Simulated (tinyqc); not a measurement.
From results back to parameters: interband optics of a two-band s-p chain from momentum matrix elements. Four cases, with inputs chosen for the exercise.

Problem. At k = 0 the chain has the gap D0 = Es - Ep_ - 2 (ts + tp), w0 = 4 a^2 V^2, and masses 2c/mc = 2 ts a^2 + 2 w0/D0, 2c/mv = 2 tp a^2 + 2 w0/D0 (c = hbar^2/2m0, mv positive for holes). The oscillator strength there is f0 = w0/(c D0). V, ts and tp are hidden.

Constants: hbar^2/2m0 = 3.80998211 eV angstrom^2.

Find: V; ts; tp.

Method. w0 = f0 c D0 gives V; 1/mc - f0 = ts a^2/c and 1/mv - f0 = tp a^2/c.

Case 1.

Values chosen: a = 2.37 angstrom (period).
D0 = 2.5900 eV
f0 = 1.02208

mc, mv (m0): 0.512594  0.508750

Solution.

V = 0.67 eV
ts = 0.63 eV
tp = 0.64 eV

Case 2.

Values chosen: a = 3.45 angstrom (period).
D0 = 4.1500 eV
f0 = 7.90237

mc, mv (m0): 0.109266  0.102941

Solution.

V = 1.62 eV
ts = 0.40 eV
tp = 0.58 eV

Case 3.

Values chosen: a = 3.02 angstrom (period).
D0 = 4.3800 eV
f0 = 5.59650

mc, mv (m0): 0.146171  0.160800

Solution.

V = 1.60 eV
ts = 0.52 eV
tp = 0.26 eV

Case 4.

Values chosen: a = 3.27 angstrom (period).
D0 = 2.6700 eV
f0 = 5.08753

mc, mv (m0): 0.166287  0.148913

Solution.

V = 1.10 eV
ts = 0.33 eV
tp = 0.58 eV

Computed by tinyqc, one run a case: `OMP_NUM_THREADS=1 python tinyqc.py N N+1 out.jsonl` with N = 1652153, 1652199, 1652225, 1652226; one thread of a shared Intel(R) Xeon(R) Processor @ 2.30GHz, about 0.02 s a run at most.
